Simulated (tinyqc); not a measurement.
Zener tunnelling in a reverse-biased junction, two-band WKB: one step of the calculation.

Abrupt p-n junction, depletion approximation. Energies E are counted from the conduction-band edge of the neutral n side; its Fermi level lies at dn, that of the p side at dn - V, and the valence-band edge of the neutral p side at Em = dn + dp - V. Tunnelling needs 0 < E < Em. Two-band dispersion with equal masses m: inside the gap kappa = sqrt(m u (1 - u/Eg)/C), u the distance from a band edge, C = hbar^2/(2 m0).

Question. Fermi levels and built-in voltage. Nd = Nc F12(dn/Vt), Na = Nv F12(dp/Vt), F12(x) = (2/sqrt(pi)) int_0^infinity sqrt(u)/(1 + exp(u - x)) du; dn = EF - Ec on the n side, dp = Ev - EF on the p side (negative outside the bands); Vbi = Eg + dn + dp.

Values chosen for this exercise; band and dielectric values close to those of indium phosphide: temperature T = 300 K; band gap Eg = 1.35 eV; conduction-band density of states at 300 K Nc = 5.68e17 cm^-3; valence-band density of states at 300 K Nv = 1.11e19 cm^-3; acceptor density Na = 2.3e19 cm^-3; donor density Nd = 5e18 cm^-3.

Constants: q = 1.602176634e-19 C, kB = 1.380649e-23 J/K, Vt = kB T/q. Results are converted to the units shown.

Find: dn; dp; Vbi.

Answer.

dn = 0.1288 eV
dp = 0.03726 eV
Vbi = 1.516 V

Boltzmann statistics would give dn = 0.0562 eV and dp = 0.0188 eV. At zero bias the bands of the two sides overlap by dn + dp.

Range of the model: Parabolic densities of states, no band tails and no gap narrowing, all of which matter at such doping.

Numbers from tinyqc (`OMP_NUM_THREADS=1 python tinyqc.py 2620103 2620104 out.jsonl`; about 0.02 s on one thread of a shared Intel Xeon 2.30GHz).
